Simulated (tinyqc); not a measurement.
What moves the results: defect, radiative and Auger recombination at equal electron and hole densities (ABC model). A value that a table varies takes the place of the one given here.

J/(e d) = Ae n + B n^2 + C n^3 with Ae = A + 4 S/w (four side walls, carriers spread evenly), e = 1.602176634e-19 C, lengths in cm; internal efficiency IQE = B n^2/(Ae n + B n^2 + C n^3); all injected carriers recombine in the layer.

Inputs chosen for the exercise (orders of magnitude like those quoted for Ge; the results hold for these values, not for the real material):
- A = 31000 1/s (defect rate)
- B = 5.9e-14 cm^3/s (radiative coefficient)
- C = 5.9e-31 cm^6/s (Auger coefficient)
- S = 0 cm/s (recombination velocity of the side walls)
- w = 120 micrometre (side of the square mesa)
- d = 640 nm (active thickness)
- S2 = 1.6 cm/s (recombination velocity of the side walls in this comparison)
- J = 3.2 A/cm^2 (current density)

## Efficiency against current

The slope is d ln(B n^2)/d ln J = 2 (Ae + B n + C n^2)/(Ae + 2 B n + 3 C n^2).

Results:
```
J (A/cm^2)  n (1/cm^3)      IQE  slope  differential lifetime (ns)
0.00020       6.28e+14  0.00119  1.998                    3.22e+04
0.00070       2.19e+15  0.00416  1.991                    3.20e+04
0.0030        9.26e+15   0.0173  1.960                    3.10e+04
0.010         2.93e+16   0.0521  1.847                    2.78e+04
0.040         9.36e+16    0.132  1.449                    1.74e+04
0.20          2.43e+17    0.179  0.976                    6.09e+03
0.70          4.23e+17    0.155  0.813                    2.52e+03
3.0           7.38e+17    0.110  0.732                         923
10            1.14e+18   0.0780  0.702                         409
40            1.83e+18   0.0509  0.685                         161
```

IQE peaks at 0.179 for J = 0.178 A/cm^2, where the slope passes 1. It is 0.00119 at the lowest current and 0.0509 at the highest, a droop of 72 %. The slope runs from 2.00 to 0.68; its limits are 2 (defects alone), 1 (radiation alone) and 2/3 (Auger alone).

## Shrinking the mesa

S = S2; w takes the values listed.

Results:
```
w (micrometre)  Ae (1/s)  IQE_max  J at the peak (A/cm^2)  IQE at J
200             3.13e+04    0.178                   0.180     0.108
100             3.16e+04    0.178                   0.183     0.108
50              3.23e+04    0.176                   0.188     0.108
20              3.42e+04    0.172                   0.204     0.107
10              3.74e+04    0.166                   0.231     0.107
5               4.38e+04    0.155                   0.290     0.106
2               6.30e+04    0.133                   0.487     0.102
1               9.50e+04    0.111                   0.879    0.0962
```

The walls equal the bulk defect rate at w = 4 S/A = 2.06 micrometre. From 200 to 1 micrometre the peak efficiency falls from 0.178 to 0.111 and moves to a current 4.88 times higher; at the fixed J the efficiency goes from 0.108 to 0.0962. For large w diffusion to the walls, left out here, would limit the loss.

## Spreading the carriers over a thicker layer

d is multiplied by the factor listed, at the same J.

Results:
```
factor  n (1/cm^3)  defect  radiative  Auger
0.10      1.70e+18  0.0169     0.0546  0.928
0.20      1.34e+18  0.0266     0.0677  0.906
0.50      9.70e+17  0.0482     0.0890  0.863
1.0       7.56e+17  0.0751      0.108  0.817
2.0       5.84e+17   0.116      0.129  0.755
5.0       4.08e+17   0.202      0.157  0.640
10        3.03e+17   0.301      0.173  0.526
20        2.17e+17   0.432      0.179  0.389
```

The best factor listed is 20 (IQE 0.1789); the optimum factor equals J/J_peak = 18, a layer of 1.15e+04 nm, since only J/d matters and the peak value 0.179 does not depend on d. A thicker layer trades Auger loss (0.928 to 0.389) for defect loss (0.0169 to 0.432).

## What moves the efficiency

IQE_max = Q/(Q + 2) with Q = B/sqrt(Ae C), reached at n = sqrt(Ae/C). Each row changes one parameter from the base and keeps the others.

Results:
```
case                 n (1/cm^3)      IQE  IQE_max  J at the peak (A/cm^2)
base                  7.560e+17   0.1081   0.1791                   0.178
A = 62000 1/s         7.353e+17   0.1022   0.1336                   0.476
B = 8.85e-14 cm^3/s   7.414e+17   0.1559   0.2465                   0.193
C = 1.18e-30 cm^6/s   6.124e+17  0.07090   0.1336                   0.119
d = 1280 nm           5.844e+17   0.1291   0.1791                   0.355
J = 9.6 A/cm^2        1.119e+18  0.07897   0.1791                   0.178
```

The largest shifts from the base row, up to three for each result and ties (the steps differ in size, so this ranks the rows, not the parameters). n (1/cm^3): J +3.63e+17, d -1.72e+17, C -1.44e+17. IQE: B +0.0478, C -0.0372, J -0.0291. IQE_max: B +0.0675, A -0.0454, C -0.0454; unchanged at the printed digits by d and J. J at the peak (A/cm^2): A +0.298, d +0.178, C -0.0586; unchanged at the printed digits by J.

tinyqc: `OMP_NUM_THREADS=1 python tinyqc.py 1650357 1650358 out.jsonl`; about 0.01 s, one thread, shared Intel(R) Xeon(R) Processor @ 2.30GHz.
